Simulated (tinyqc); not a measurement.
Avalanche multiplication and breakdown of a junction from ionisation integrals: one step, computed by the program tinyqc.

Ionisation coefficients follow the local field. Position x runs through the depletion layer from the p side (x = 0), where electrons enter, to the n side (x = w), where holes enter. The built-in voltage is neglected.

Problem. Multiplication and noise. M_n = 1/(1 - I_n), M_p = M_n exp(-Phi(w)); McIntyre excess noise for the carrier with the larger M, F_x = k M + (1 - k)(2 - 1/M), with k = (smaller M - 1)/(larger M - 1).

Junction: linearly graded.

Every 50th point:

| x (micrometre) | F (MV/cm) | alpha_n (1/cm) | alpha_p (1/cm) | Phi | I_n up to x |
|---|---|---|---|---|---|
| 0.000000 | 0.0000000 | 0 | 0 | 0 | 0 |
| 0.773629 | 0.0615954 | 1.093386e-04 | 1.235752e-02 | -4.928321e-08 | 3.593996e-10 |
| 1.547258 | 0.1055921 | 4.792090e+00 | 6.217006e+01 | -9.028219e-04 | 6.166082e-05 |
| 2.320886 | 0.1319901 | 9.554662e+01 | 6.761503e+02 | -2.218262e-02 | 3.072998e-03 |
| 3.094515 | 0.1407895 | 2.019008e+02 | 1.227888e+03 | -8.907676e-02 | 1.634089e-02 |
| 3.868144 | 0.1319901 | 9.554662e+01 | 6.761503e+02 | -1.559709e-01 | 3.050142e-02 |
| 4.641773 | 0.1055921 | 4.792090e+00 | 6.217006e+01 | -1.772507e-01 | 3.401194e-02 |
| 5.415401 | 0.0615954 | 1.093386e-04 | 1.235752e-02 | -1.781535e-01 | 3.408555e-02 |
| 6.189030 | 0.0000000 | 0 | 0 | -1.781535e-01 | 3.408555e-02 |

Give: M_n; M_p; effective k; excess noise factor.

Solution.

M_n = 1.0353

M_p = 1.2372

effective k = 0.14878

excess noise factor = 1.1985

Injecting holes gives the larger gain and, at equal gain, the lower noise.
